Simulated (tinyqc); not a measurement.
# Energy and delay of logic against supply voltage: two studies

One expression serves below and above threshold: I(Vg) = Ik [ln(1 + exp((Vg - VT + dd V)/(al nf Vt)))]^al, with I_on = I(V) and I_off = I(0). Gate delay td = kd C V/I_on, clock period LD td. Per gate and cycle the switching energy is act C V^2 and the leakage energy I_off V LD td. No short-circuit current, no variation. Minima are sought above 0.09 V; below a few Vt gates no longer switch and the model has no meaning.

Parameters, values chosen for the exercise; values of the order met in logic technologies:
- T = 250 K (temperature)
- VT = 0.21 V (threshold voltage at zero drain bias)
- nf = 1.42 (slope factor)
- dd = 0.08 (barrier lowering per volt of supply)
- Ik = 0.39 uA (specific current of a gate)
- al = 1.77 (exponent of the current law)
- C = 0.44 fF (load capacitance of a gate)
- kd = 1.1 (delay factor)
- LD = 30 (logic depth)
- act = 0.1 (activity factor)

Constants: q = 1.602176634e-19 C, kB = 1.380649e-23 J/K, Vt = kB T/q. Results are converted to the units shown.

Each table varies one quantity; the others keep the values above.

## Energy and delay against supply voltage

EDP = energy times td.

Results:
```
V (V)  I_on (uA)  I_off (nA)  td (ps)  switching (aJ)  leakage (aJ)  energy (aJ)  EDP (fJ ps)
0.15     0.05932      0.5893     1224          0.9900         3.246        4.236        5.184
0.27       1.005      0.8030    130.0           3.208        0.8458        4.053       0.5270
0.5        9.565       1.450    25.30           11.00        0.5502        11.55       0.2922
0.62       17.18       1.970    17.46           16.91        0.6400        17.55       0.3066
0.73       25.81       2.607    13.69           23.45        0.7814        24.23       0.3317
0.85       36.91       3.532    11.14           31.79         1.004        32.79       0.3655
0.97       49.71       4.778    9.445           41.40         1.313        42.71       0.4034
1.08       62.86       6.291    8.316           51.32         1.695        53.02       0.4409
1.2        78.71       8.473    7.379           63.36         2.251        65.61       0.4841
```

Estimate the missing row, V = 0.38 V.

Computed row:
```
V (V)  I_on (uA)  I_off (nA)  td (ps)  switching (aJ)  leakage (aJ)  energy (aJ)  EDP (fJ ps)
0.38       4.000       1.066    45.98           6.354        0.5586        6.912       0.3178
```

With this row back in the table: td falls from 1220 to 7.38 ps; the energy goes from 4.24 through a minimum of 4.05 (at V = 0.27 V among the rows listed) to 65.6 aJ and the EDP goes from 5.18 through a minimum of 0.292 (at V = 0.5 V among the rows listed) to 0.484 fJ ps. The exact minima lie at V = 0.206 V for the energy and 0.492 V for the EDP. Going from 1.2 V to the energy minimum saves a factor of 19.2 in energy and costs a factor of 49.3 in delay. Below the minimum the leakage energy rises faster than the switching energy falls, because the clock period grows so steeply.

## Optimum supplies against the logic depth

Same model as above.

V_min minimises the energy and V_EDP the product of energy and td.

Results:
```
LD   V_min (V)  energy at V_min (aJ)  leakage share (%)  clock at V_min (MHz)  V_EDP (V)  clock at V_EDP (GHz)
5       0.1182                 1.444              57.47                 77.25     0.4749                 7.155
12      0.1652                 2.251              46.68                 96.30     0.4800                 3.044
20      0.1884                 2.844              45.06                 95.69     0.4854                 1.867
30      0.2065                 3.412              45.03                 91.59     0.4917                 1.276
50      0.2292                 4.306              46.31                 83.11     0.5029                0.7992
80      0.2506                 5.381              48.65                 73.12     0.5173                0.5263
150     0.2801                 7.409              53.42                 58.33     0.5434                0.3066
```

Estimate the missing row, LD = 8.

Computed row:
```
LD  V_min (V)  energy at V_min (aJ)  leakage share (%)  clock at V_min (MHz)  V_EDP (V)  clock at V_EDP (GHz)
8      0.1455                 1.853              49.75                 91.92     0.4771                 4.513
```

With this row back in the table: As LD goes from 5 to 150, V_min rises from 0.118 to 0.280 V, the energy there rises from 1.44 to 7.41 aJ, the clock there goes from 77.3 through a maximum of 96.3 (at LD = 12 among the rows listed) to 58.3 MHz and V_EDP rises from 0.475 to 0.543 V. act and LD enter V_min only through the ratio act/LD.

Numbers from tinyqc (`OMP_NUM_THREADS=1 python tinyqc.py 2082016 2082017 out.jsonl`; about 0.01 s on one thread of a shared Intel Xeon 2.30GHz).
